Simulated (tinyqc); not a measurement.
MP2 on RHF in the 6-31g basis, for H3+, spin multiplicity 1, step by step. One step of it, computed by the program tinyqc.

Problem. Second-order Moller-Plesset energy. E2 = sum_ijab (ia|jb) [2 (ia|jb) - (ib|ja)] / (e_i + e_j - e_a - e_b) over occupied i, j and virtual a, b; the opposite-spin part is (ia|jb)^2 / denominator, the rest is same-spin, and SCS-MP2 scales them by 6/5 and 1/3.

orbital energies (hartree): MO1 -1.170706, MO2 -0.210270, MO3 -0.180555, MO4 0.354833, MO5 0.715557, MO6 0.782695

Two-electron integrals over orbitals (pq|rs), unique and non-zero (hartree):
```
(11|11) 0.648506    (21|11) -0.009154   (21|21) 0.094169    (22|11) 0.467055
(22|21) 0.041682    (22|22) 0.434222    (31|11) 0.000079    (31|21) 8.59e-07
(31|22) -0.000328   (31|31) 0.086608    (32|11) 2.43e-06    (32|21) -0.000371
(32|22) -0.000038   (32|31) -0.036440   (32|32) 0.031165    (33|11) 0.458855
(33|21) -0.040910   (33|22) 0.355568    (33|31) 0.000325    (33|32) 0.000037
(33|33) 0.419124    (41|11) 0.133353    (41|21) -0.004227   (41|22) 0.056258
(41|31) 0.000034    (41|32) 9.65e-07    (41|33) 0.051942    (41|41) 0.067579
(42|11) -0.005475   (42|21) -0.007309   (42|22) -0.008508   (42|31) -1.07e-06
(42|32) 0.000059    (42|33) 0.004602    (42|41) -0.004033   (42|42) 0.032601
(43|11) 0.000041    (43|21) -1.16e-06   (43|22) 0.000083    (43|31) -0.013254
(43|32) 0.007446    (43|33) -0.000051   (43|41) 0.000033    (43|42) 6.04e-07
(43|43) 0.036262    (44|11) 0.461482    (44|21) -0.009383   (44|22) 0.371656
(44|31) 0.000078    (44|32) 4.79e-06    (44|33) 0.372795    (44|41) 0.062084
(44|42) -0.000600   (44|43) -2.16e-06   (44|44) 0.377347    (51|11) 0.003818
(51|21) -0.076920   (51|22) -0.036650   (51|31) 9.68e-07    (51|32) 0.000301
(51|33) 0.031144    (51|41) 0.003328    (51|42) -0.023875   (51|43) 2.31e-07
(51|44) 0.004688    (51|51) 0.094210    (52|11) -0.153927   (52|21) -0.032049
(52|22) -0.092411   (52|31) 0.000258    (52|32) 0.000011    (52|33) -0.062886
(52|41) -0.062616   (52|42) -0.009557   (52|43) 0.000067    (52|44) -0.075202
(52|51) 0.043330    (52|52) 0.099299    (53|11) 3.51e-06    (53|21) 0.000266
(53|22) 0.000010    (53|31) 0.027463    (53|32) -0.008658   (53|33) -3.70e-06
(53|41) -1.47e-07   (53|42) 0.000095    (53|43) 0.008377    (53|44) 1.09e-06
(53|51) -0.000334   (53|52) -0.000023   (53|53) 0.018897    (54|11) 0.006401
(54|21) -0.078374   (54|22) -0.036108   (54|31) -6.12e-07   (54|32) 0.000313
(54|33) 0.033745    (54|41) 0.003475    (54|42) 0.004588    (54|43) 8.50e-07
(54|44) 0.007901    (54|51) 0.070366    (54|52) 0.030202    (54|53) -0.000242
(54|54) 0.077948    (55|11) 0.556601    (55|21) 0.071297    (55|22) 0.471333
(55|31) -0.000515   (55|32) -0.000066   (55|33) 0.377722    (55|41) 0.110232
(55|42) 0.006518    (55|43) -0.000033   (55|44) 0.413925    (55|51) -0.082910
(55|52) -0.167746   (55|53) 0.000050    (55|54) -0.070914   (55|55) 0.599006
(61|11) -0.000041   (61|21) -0.000005   (61|22) 0.000331    (61|31) -0.076444
(61|32) 0.034463    (61|33) -0.000287   (61|41) -0.000030   (61|42) -1.54e-06
(61|43) -0.020613   (61|44) -0.000043   (61|51) 2.86e-06    (61|52) -0.000375
(61|53) -0.037080   (61|54) 4.28e-06    (61|55) 0.000676    (61|61) 0.102179
(62|11) -0.000009   (62|21) 0.000337    (62|22) 0.000010    (62|31) 0.034250
(62|32) -0.012435   (62|33) -0.000015   (62|41) -0.000005   (62|42) 0.000099
(62|43) 0.008729    (62|44) -0.000006   (62|51) -0.000403   (62|52) -0.000021
(62|53) 0.020153    (62|54) -0.000305   (62|55) 0.000053    (62|61) -0.044765
(62|62) 0.024818    (63|11) -0.153947   (63|21) 0.035335    (63|22) -0.065483
(63|31) -0.000292   (63|32) -0.000011   (63|33) -0.083126   (63|41) -0.063230
(63|42) 0.012112    (63|43) -0.000086   (63|44) -0.077038   (63|51) -0.039542
(63|52) 0.049125    (63|53) 0.000017    (63|54) -0.031043   (63|55) -0.094529
(63|61) 0.000351    (63|62) 0.000025    (63|63) 0.092790    (64|11) -0.000057
(64|21) -0.000007   (64|22) 0.000304    (64|31) -0.075718   (64|32) 0.033068
(64|33) -0.000284   (64|41) -0.000029   (64|42) 9.02e-07    (64|43) 0.007589
(64|44) -0.000067   (64|51) 4.19e-06    (64|52) -0.000269   (64|53) -0.027571
(64|54) 0.000006    (64|55) 0.000563    (64|61) 0.076848    (64|62) -0.034232
(64|63) 0.000278    (64|64) 0.081208    (65|11) 0.000005    (65|21) -0.000648
(65|22) -0.000062   (65|31) -0.059914   (65|32) 0.033390    (65|33) 0.000056
(65|41) 4.72e-06    (65|42) -0.000098   (65|43) -0.007722   (65|44) 0.000010
(65|51) 0.000711    (65|52) 0.000052    (65|53) -0.025362   (65|54) 0.000626
(65|55) -0.000159   (65|61) 0.074491    (65|62) -0.031684   (65|63) -0.000047
(65|64) 0.063688    (65|65) 0.061438    (66|11) 0.580863    (66|21) -0.075261
(66|22) 0.395107    (66|31) 0.000558    (66|32) 0.000064    (66|33) 0.463076
(66|41) 0.121934    (66|42) -0.015656   (66|43) 0.000106    (66|44) 0.433170
(66|51) 0.078041    (66|52) -0.104894   (66|53) -0.000040   (66|54) 0.070652
(66|55) 0.450672    (66|61) -0.000646   (66|62) -0.000064   (66|63) -0.168976
(66|64) -0.000565   (66|65) 0.000151    (66|66) 0.620978
```

Hartree-Fock energy = -1.26838660 hartree

Give: Terms; Pair energies; MP2 correlation energy; SCS-MP2 correlation energy; MP2 total energy.

Solution.

Terms:
```
i  j  a  b    (ia|jb)    (ib|ja)  denominator       term
1  1  2  2      0.094      0.094       -1.921  -4.62e-03
1  1  3  3      0.087      0.087       -1.980  -3.79e-03
1  1  6  6      0.102      0.102       -3.907  -2.67e-03
1  1  5  5      0.094      0.094       -3.773  -2.35e-03
1  1  5  2     -0.077     -0.077       -2.847  -2.08e-03
1  1  2  5     -0.077     -0.077       -2.847  -2.08e-03
1  1  6  3     -0.076     -0.076       -2.944  -1.99e-03
1  1  3  6     -0.076     -0.076       -2.944  -1.99e-03
1  1  4  4      0.068      0.068       -3.051  -1.50e-03
1  1  2  4  -4.23e-03  -4.23e-03       -2.486  -7.19e-06
1  1  4  2  -4.23e-03  -4.23e-03       -2.486  -7.19e-06
1  1  4  5   3.33e-03   3.33e-03       -3.412  -3.25e-06
1  1  5  4   3.33e-03   3.33e-03       -3.412  -3.25e-06
1  1  3  4   3.35e-05   3.35e-05       -2.516  -4.47e-10
1  1  4  3   3.35e-05   3.35e-05       -2.516  -4.47e-10
1  1  4  6  -3.03e-05  -3.03e-05       -3.479  -2.63e-10
1  1  6  4  -3.03e-05  -3.03e-05       -3.479  -2.63e-10
1  1  6  2  -5.27e-06  -5.27e-06       -2.914          0
1  1  2  6  -5.27e-06  -5.27e-06       -2.914          0
1  1  5  6   2.86e-06   2.86e-06       -3.840          0
1  1  6  5   2.86e-06   2.86e-06       -3.840          0
1  1  2  3   8.59e-07   8.59e-07       -1.951          0
1  1  3  2   8.59e-07   8.59e-07       -1.951          0
1  1  3  5   9.68e-07   9.68e-07       -2.876          0
1  1  5  3   9.68e-07   9.68e-07       -2.876          0
```

Pair energies (hartree; pair i-j sums ij and ji):
```
pair  opposite spin  same spin
1-1          -0.023          0
```

MP2 correlation energy = -0.02307 hartree

SCS-MP2 correlation energy = -0.02769 hartree

MP2 total energy = -1.29146 hartree
